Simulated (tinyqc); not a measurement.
Comparisons within one model: free and nearly free electrons in a metal. A value that a table varies takes the place of the one given here.

The cubic cell holds 4 atoms: n = 4 z/a^3, kF = (3 pi^2 n)^(1/3), EF = c kF^2/m, vF = 2 c kF/(m hbar), c = hbar^2/2m0; rs = (3/(4 pi n))^(1/3)/a0; D(EF) = 3 n/(2 EF).

Two plane waves k and k - G, G = (111) (2 pi/a): H = [[c k^2/m, V], [V, c (k - G)^2/m]] with c = hbar^2/2m0.

Square wire of width w with grain size w: rho/rho0 = 1/(1 - 3 al/2 + 3 al^2 - 3 al^3 ln(1 + 1/al)) + (3/4) (1 - p) l/w, with al = (l/w) Rg/(1 - Rg) (Mayadas-Shatzkes plus the thick-wire form of Fuchs-Sondheimer); l = hbar kF/(n e^2 rho), e = 1.602176634e-19 C.

Constants: hbar^2/2m0 = 3.80998211 eV angstrom^2; hbar = 6.58211957e-16 eV s; a0 (Bohr radius) = 0.5291772105 angstrom.

Parameters, chosen for this exercise (near those of Cu, whose d bands this model ignores; shifted at random, so the results belong to these values and not to a real crystal):

| symbol | value | unit | meaning |
|---|---|---|---|
| a | 3.588 | angstrom | fcc lattice constant |
| z | 1 |  | free electrons an atom |
| m | 1 | m0 | mass |
| rho | 1.84 | micro-ohm cm | bulk resistivity |
| p | 0 |  | specularity of the surfaces |
| Rg | 0.57 |  | reflection at grain boundaries |
| w | 30 | nm | wire width |

## When the Fermi surface touches the face

On the face the lower band is E = c (G^2/4 + q^2)/m - V, q along the face. EF is held at its free value. A neck opens where EF > c G^2/(4m) - V, with radius q; the second band fills where EF > c G^2/(4m) + V.

Necks:

| V (eV) | lower band at the face centre (eV) | neck radius (1/angstrom) | radius/kF |
|---|---|---|---|
| 0.2 | 8.563 | - | - |
| 0.5 | 8.263 | - | - |
| 0.8 | 7.963 | - | - |
| 1.1 | 7.663 | - | - |
| 1.4 | 7.363 | - | - |
| 1.8 | 6.963 | 0.2141 | 0.156 |
| 2.2 | 6.563 | 0.3884 | 0.284 |
| 2.6 | 6.163 | 0.5058 | 0.370 |

EF = 7.137 eV
c G^2/(4m) = 8.763 eV

Contact needs V > 1.625 eV. It is first met at V = 1.8 eV of those listed, and the radius then grows as the square root of the excess, to 0.370 kF at 2.6 eV. EF is held at its free value here; a count of states lowers it as V grows, strongly for V of an eV or more, so the threshold is a lower bound, the radii are upper bounds, and some necks may vanish.

## Resistivity of narrow wires

Wires:

| w (nm) | al | grain term (factor - 1) | surface term | rho (micro-ohm cm) |
|---|---|---|---|---|
| 200 | 0.234 | 0.334 | 0.132 | 2.70 |
| 100 | 0.468 | 0.657 | 0.265 | 3.54 |
| 50 | 0.936 | 1.291 | 0.529 | 5.19 |
| 30 | 1.559 | 2.129 | 0.882 | 7.38 |
| 20 | 2.339 | 3.173 | 1.323 | 10.11 |
| 14 | 3.341 | 4.513 | 1.890 | 13.62 |
| 10 | 4.678 | 6.297 | 2.647 | 18.30 |
| 7 | 6.683 | 8.972 | 3.781 | 25.31 |

l = 35.29 nm

At 7 nm the resistivity is 13.75 times the bulk value; grain boundaries add more (8.97 from grains, 3.78 from surfaces). It passes twice the bulk value between 100 and 50 nm. The surface formula is meant for w above l = 35 nm, so the rows below that are rough.

## What sets the wire resistivity

All results formed anew. Each row changes one parameter from the base and keeps the others.

Results:

| case | EF (eV) | l (nm) | wire rho (micro-ohm cm) |
|---|---|---|---|
| base | 7.137 | 35.29 | 7.381 |
| a = 3.696 angstrom | 6.726 | 37.45 | 7.715 |
| m = 1.2 m0 | 5.948 | 35.29 | 7.381 |
| rho = 2.208 micro-ohm cm | 7.137 | 29.41 | 7.763 |
| p = 0.3 | 7.137 | 35.29 | 6.894 |
| Rg = 0.399 | 7.137 | 35.29 | 5.454 |
| w = 21 nm | 7.137 | 35.29 | 9.724 |

The largest shifts from the base row, up to three for each result and ties (the steps differ in size, so this ranks the rows, not the parameters). EF (eV): m -1.190, a -0.411; unchanged at the printed digits by rho, p, Rg and w. l (nm): rho -5.88, a +2.16; unchanged at the printed digits by m, p, Rg and w. wire rho (micro-ohm cm): w +2.342, Rg -1.927, p -0.487; unchanged at the printed digits by m. The mass drops out of l at given rho, because vF falls and tau rises by the same factor.

Program tinyqc; command `OMP_NUM_THREADS=1 python tinyqc.py 1682259 1682260 out.jsonl`; about 0.01 s on one thread of a shared Intel(R) Xeon(R) Processor @ 2.30GHz.
